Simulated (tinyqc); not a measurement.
Grain-boundary trapping model (Seto) of a polycrystalline semiconductor film: one step, computed by the program tinyqc. Command: `OMP_NUM_THREADS=1 python tinyqc.py 3010936 3010937 out.jsonl poly walk`. One thread of a shared host (Intel(R) Xeon(R) Processor @ 2.30GHz), about 0.01 s of CPU time with the checks.

Grains of equal size L are joined by thin boundaries with one trap level. Trapped carriers deplete a width W on each side and raise a barrier, crossed by thermionic emission. Dopants are fully ionised, statistics are non-degenerate and mu_g does not depend on T.

Question. Critical doping. If all traps fill, the grain is just depleted at N* = Q_t/L, with the barrier e Q_t L/(8 eps eps_0).

Inputs (values chosen for the exercise, modelled on polycrystalline SiGe): permittivity eps = 13.5; grain size L = 490 nm; trap density Q_t = 3.6e+12 1/cm^2.

Grain interior: neglected.

Constants: e = 1.602176634e-19 C; eps_0 = 8.8541878128e-12 F/m; k_B = 8.617333262e-05 eV/K.

Give: N*; barrier at N* with all traps filled.

Answer.

N* = 7.347e+16 1/cm^3

barrier at N* with all traps filled = 2.956 V
